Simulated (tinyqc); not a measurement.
# Threshold-voltage variability of a planar MOSFET, analytic estimates: effect of the correlation length of the roughness

Three independent sources add in quadrature: random dopants in the depleted layer, metal-gate grains of two orientations, and roughness of the two gate edges acting through the roll-off VT = VT(long) - Vr exp(-L/l). These are first-order estimates: no three-dimensional electrostatics, no percolation.

ni = sqrt(Nc Nv) exp(-Eg/(2 Vt)), Eg in volts; Cox = 3.9 eps0/ti; Wd = sqrt(4 eps0 eps_r Vt ln(Na/ni)/(q Na)); dopants: s1 = (q/Cox) sqrt(Na Wd/(3 L W)). Grains: Ng = L W/G^2 (at least 1), s2 = dW sqrt(p (1 - p)/Ng). Edges, with exponential correlation and u = W/La: the mean gate length has sL^2 = 2 De^2 (2/u)[1 - (1 - exp(-u))/u]; s3 = sL (Vr/l) exp(-L/l). s = sqrt(s1^2 + s2^2 + s3^2). l and Vr are held fixed.

Values chosen for this exercise; material values close to those of silicon: temperature T = 273 K; band gap Eg = 1.12 eV; relative permittivity of the semiconductor eps_r = 11.8; conduction-band density of states at T Nc = 2.4e19 cm^-3; valence-band density of states at T Nv = 2.29e19 cm^-3; channel doping Na = 3.4e17 cm^-3; oxide-equivalent thickness in inversion ti = 1.5 nm; gate length L = 45 nm; gate width W = 150 nm; metal grain size G = 15 nm; work-function difference of the two grain orientations dW = 0.15 eV; share of the orientation of higher work function p = 0.6; rms roughness of one gate edge De = 0.7 nm; decay length of the threshold roll-off l = 13 nm; prefactor of the roll-off Vr = 2.1 V.

Constants: q = 1.602176634e-19 C, kB = 1.380649e-23 J/K, Vt = kB T/q, eps0 = 8.8541878128e-14 F/cm where lengths are in cm. Results are converted to the units shown.

The same in every row: s1 (mV) = 6.9523; s2 (mV) = 13.416.

Result of one run:

| La (nm) | s3 (mV) | s (mV) | s sqrt(L W) (mV um) |
|---|---|---|---|
| 160 | 4.3428 | 15.722 | 1.2917 |

What becomes of these results when the correlation length of the roughness La is changed from 160 to 5 nm, all else the same?

Result of the changed run:

| La (nm) | s3 (mV) | s (mV) | s sqrt(L W) (mV um) |
|---|---|---|---|
| 5 | 1.2740 | 15.164 | 1.2459 |

The whole series:

| La (nm) | s3 (mV) | s (mV) | s sqrt(L W) (mV um) |
|---|---|---|---|
| 2 | 0.81401 | 15.133 | 1.2433 |
| 5 | 1.2740 | 15.164 | 1.2459 |
| 10 | 1.7703 | 15.214 | 1.2500 |
| 20 | 2.4126 | 15.302 | 1.2572 |
| 40 | 3.1518 | 15.436 | 1.2682 |
| 80 | 3.8384 | 15.591 | 1.2809 |
| 160 | 4.3428 | 15.722 | 1.2917 |

As La goes from 2 to 160 nm, s rises from 15.1 to 15.7 mV. The grains are the largest source in the first and the last row. The edge term s3 rises from 0.814 to 4.34 mV: a longer correlation averages out less along the width. In every row the depletion depth exceeds L, so source and drain share much of the charge and s1 is rough.

tinyqc, about 0.01 s, one thread, Intel Xeon 2.30GHz (shared host): `OMP_NUM_THREADS=1 python tinyqc.py 2090160 2090161 out.jsonl`
